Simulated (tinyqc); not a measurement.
Polar nitride quantum well with polarisation fields: sweeps and comparisons. A value that a table varies takes the place of the one given here.

Growth along [0001]. e_par = (a_sub - a)/a, Ppz = 2 e_par (e31 - e33 C13/C33), P = Psp + Ppz in each layer; strain relaxation and the strain shift of the gaps are left out, although thick layers with more than about 1 % mismatch would relax.

In a periodic stack without free charge the potential drop over a period vanishes: F_w = (P_b - P_w) Lb/(eps0 (eps_w Lb + eps_b Lw)), F_b = -F_w Lw/Lb, eps0 = 8.8541878e-12 F/m; 1 MV/cm = 1e8 V/m = 0.01 V/angstrom.

Envelope functions on cells of 0.25 angstrom over barrier, well, barrier (widths Lb, Lw, Lb), psi = 0 beyond, psi'/m continuous (mean mass between points), c = hbar^2/2m0. With u(z) the integral of e F (F_w in the well, F_b = -F_w Lw/Lb in the barriers, 1 MV/cm = 0.01 V/angstrom), zero at the centre of the well, the electron sees u plus Vc in the barriers and the hole -u plus Vv. The transition is Eg + E_e + E_h; excitons are left out.

Constants: hbar^2/2m0 = 3.80998211 eV angstrom^2; hc = 1239.841984 eV nm.

Inputs chosen for the exercise (near those of a GaN well in AlN; the results hold for these values, not for the real material):

| symbol | value | unit | meaning |
|---|---|---|---|
| a_w | 3.189 | angstrom | lattice constant a, well |
| a_b | 3.112 | angstrom | lattice constant a, barrier |
| a_sub | 3.112 | angstrom | in-plane lattice constant of the stack |
| Psp_w | -0.0332 | C/m^2 | spontaneous polarisation |
| Psp_b | -0.0904 | C/m^2 | spontaneous polarisation |
| e31_w | -0.345 | C/m^2 |  |
| e31_b | -0.557 | C/m^2 |  |
| e33_w | 0.636 | C/m^2 |  |
| e33_b | 1.45 | C/m^2 |  |
| C_w | 0.263 |  | C13/C33 |
| C_b | 0.282 |  | C13/C33 |
| eps_w | 10.2 |  | dielectric constant |
| eps_b | 10.3 |  | dielectric constant |
| Lb | 75 | angstrom | barrier width |
| Eg | 3.44 | eV | gap of the well |
| Vc | 1.85 | eV | conduction offset |
| Vv | 0.87 | eV | valence offset |
| me | 0.2 | m0 | electron, well |
| meb | 0.32 | m0 | electron, barrier |
| mh | 1.92 | m0 | hole, everywhere |
| Ls | (10, 14, 20, 28, 38, 50) | angstrom | well widths |
| Lw | 39 | angstrom | well width |

## Width of the well

Field, levels and overlap anew for each width.

Results:

| Lw (angstrom) | F_w (MV/cm) | E (eV) | E without field (eV) | overlap^2 | ln overlap^2 |
|---|---|---|---|---|---|
| 10 | -7.996 | 3.9932 | 4.1272 | 0.649 | -0.43 |
| 14 | -7.634 | 3.6225 | 3.8921 | 0.365 | -1.01 |
| 20 | -7.148 | 3.1954 | 3.7149 | 0.0948 | -2.36 |
| 28 | -6.589 | 2.7263 | 3.6045 | 0.00751 | -4.89 |
| 38 | -6.002 | 2.2338 | 3.5400 | 0.000136 | -8.90 |
| 50 | -5.422 | 1.7443 | 3.5026 | 4.94e-07 | -14.52 |

What does this show, and why?

The red shift grows from 134 to 1758 meV. The line drops below Eg between 14 and 20 angstrom, which a square well can never do. Over the last two rows dE/dLw = -40.8 meV per angstrom, against -|e F_w| = -54.2 in the last row; the field itself weakens by 32 % over the table, since a wider well shares the drop with the barrier. The overlap falls by a factor 1.32e+06.

## Screening the field

F_w = -5.9489 MV/cm

Carriers or a semipolar orientation reduce the field; here it is simply scaled in well and barrier.

Results:

| share of the field | F_w (MV/cm) | E (eV) | nm | overlap^2 | separation (angstrom) |
|---|---|---|---|---|---|
| 1.0 | -5.949 | 2.1892 | 566.4 | 8.8e-05 | 29.0 |
| 0.8 | -4.759 | 2.5254 | 491.0 | 0.00042 | 27.8 |
| 0.6 | -3.569 | 2.8448 | 435.8 | 0.0023 | 26.1 |
| 0.4 | -2.380 | 3.1392 | 395.0 | 0.015 | 23.4 |
| 0.2 | -1.190 | 3.3904 | 365.7 | 0.12 | 18.3 |
| 0.0 | 0.000 | 3.5358 | 350.7 | 0.99 | 0.0 |

What does this show?

Full screening shifts the line by -215.7 nm (+1347 meV). The first fifth of the screening gives 336 meV and the last fifth 145 meV; a purely quadratic shift would give a ratio of 9, a linear one 1, and here it is 2.3.

## What each parameter does

Polarisation, field, levels and overlap anew. Each row changes one parameter from the base and keeps the others.

Results:

| case | F_w (MV/cm) | E (eV) | overlap^2 | red shift (meV) |
|---|---|---|---|---|
| base | -5.949 | 2.1892 | 8.8e-05 | 1347 |
| Lw = 44 angstrom | -5.697 | 1.9770 | 8.9e-06 | 1541 |
| Lb = 60 angstrom | -5.477 | 2.3250 | 0.00016 | 1211 |
| a_sub = 3.122 angstrom | -6.166 | 2.1263 | 6.6e-05 | 1409 |
| Psp_b = -0.0994 C/m^2 | -6.602 | 1.9991 | 3.9e-05 | 1537 |
| e33_w = 0.7 C/m^2 | -6.008 | 2.1721 | 8.1e-05 | 1364 |
| eps_w = 11.2 | -5.590 | 2.2922 | 0.00014 | 1244 |
| mh = 1.34 m0 | -5.949 | 2.2272 | 0.00015 | 1313 |
| Vc = 1.573 eV | -5.949 | 2.1706 | 7.5e-05 | 1363 |

How do the results move?

The largest shifts from the base row, up to three for each result and ties (the steps differ in size, so this ranks the rows, not the parameters). F_w (MV/cm): Psp_b -0.653, Lb +0.471, eps_w +0.359; unchanged at the printed digits by mh and Vc. E (eV): Lw -0.2121, Psp_b -0.1901, Lb +0.1358. overlap^2: Lw -7.86e-05, Lb +7.48e-05, mh +6.19e-05. red shift (meV): Lw +194, Psp_b +190, Lb -136.

Computed by tinyqc, a small Python program: `OMP_NUM_THREADS=1 python tinyqc.py 1250261 1250262 out.jsonl` (the numbers bound the seed that draws the inputs); one thread of a shared host (Intel(R) Xeon(R) Processor @ 2.30GHz), about 0.03 s for the whole set of steps.
